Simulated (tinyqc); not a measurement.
# Capacitance measurement on a leaky thin oxide: effects of series resistance and leakage: effect of the series resistance

The device is a capacitance C in parallel with a leakage conductance G, in series with Rs and Ls. An impedance meter reports either a parallel pair (Cp, Gp) from Y = 1/Z = Gp + i w Cp or a series pair (Cs, Rm) from Z = Rm + 1/(i w Cs); w = 2 pi f, dissipation D = Gp/(w |Cp|).

EOT = 3.9 tox/eox; CET = EOT + zc + zp; C = 3.9 eps0 A/CET; G = Jg A/Vs. Z = Rs + i w Ls + 1/(G + i w C); CET read from Cp = 3.9 eps0 A/Cp; errors under 0.001 % are printed as 0.

Inputs (values chosen for the exercise); values of the order met in thin-oxide MOS capacitors: relative permittivity of the gate insulator (close to silicon dioxide) eox = 3.9; insulator thickness tox = 1.2 nm; gate area A = 10000 um^2; oxide-equivalent thickness added by the accumulation layer zc = 0.48 nm; oxide-equivalent thickness added by gate depletion zp = 0 nm; gate leakage current density, not matched to the thickness Jg = 0.026 A/cm^2; voltage for an e-fold rise of the leakage Vs = 0.31 V; series inductance Ls = 0 nH; measuring frequency f = 2e5 Hz.

Constants: eps0 = 8.8541878128e-14 F/cm where lengths are in cm. Results are converted to the units shown.

The same in every row: C (pF) = 205.54; Cs (pF) = 205.76.

Effect of the series resistance:
```
Rs (ohm),Cp (pF),D,error of Cp (%),error of Cs (%),CET read from Cp (nm)
1,205.54,0.032730,-1.68e-3,0.105,1.6800
3,205.53,0.033247,-5.09e-3,0.105,1.6801
10,205.51,0.035057,-0.0174,0.105,1.6803
30,205.43,0.040228,-0.0563,0.105,1.6809
100,205.06,0.058328,-0.234,0.105,1.6839
300,203.30,0.11004,-1.09,0.105,1.6986
1000,189.69,0.29104,-7.71,0.105,1.8204
3000,124.47,0.80817,-39.4,0.105,2.7743
```

As Rs goes from 1 to 3000, the error of Cp goes from -0.00168 to -39.4 %, that of Cs from 0.105 to 0.105 %, and D rises from 0.0327 to 0.808. The CET read from Cp goes from 1.68 to 2.77 nm against the true 1.68 nm. Rs does not enter the imaginary part of Z, so Cs does not depend on it.

tinyqc, about 0.01 s, one thread, Intel Xeon 2.30GHz (shared host): `OMP_NUM_THREADS=1 python tinyqc.py 2022072 2022073 out.jsonl`
